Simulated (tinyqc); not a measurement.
Shrinking the mesa: defect, radiative and Auger recombination at equal electron and hole densities (ABC model).

J/(e d) = Ae n + B n^2 + C n^3 with Ae = A + 4 S/w (four side walls, carriers spread evenly), e = 1.602176634e-19 C, lengths in cm; internal efficiency IQE = B n^2/(Ae n + B n^2 + C n^3); all injected carriers recombine in the layer.

Values chosen for the exercise (orders of magnitude like those quoted for InP; the results hold for these values, not for the real material): A = 12000000 1/s (defect rate); B = 1.2e-10 cm^3/s (radiative coefficient); C = 6.5e-31 cm^6/s (Auger coefficient); d = 65 nm (active thickness); S2 = 330 cm/s (recombination velocity of the side walls in this comparison); J = 99 A/cm^2 (current density).

S = S2; w takes the values listed.

Results:
```
w (micrometre)  Ae (1/s)  IQE_max  J at the peak (A/cm^2)  IQE at J
200             1.21e+07    0.955                2.43e+03     0.889
100             1.21e+07    0.955                2.44e+03     0.889
50              1.23e+07    0.955                2.47e+03     0.888
20              1.27e+07    0.954                2.55e+03     0.885
10              1.33e+07    0.953                2.69e+03     0.879
5               1.46e+07    0.951                2.96e+03     0.868
2               1.86e+07    0.945                3.78e+03     0.837
1               2.52e+07    0.937                5.17e+03     0.787
```

The walls equal the bulk defect rate at w = 4 S/A = 1.1 micrometre. From 200 to 1 micrometre the peak efficiency falls from 0.955 to 0.937 and moves to a current 2.13 times higher; at the fixed J the efficiency goes from 0.889 to 0.787. For large w diffusion to the walls, left out here, would limit the loss.

Program tinyqc; command `OMP_NUM_THREADS=1 python tinyqc.py 1651862 1651863 out.jsonl`; about 0.01 s on one thread of a shared Intel(R) Xeon(R) Processor @ 2.30GHz.
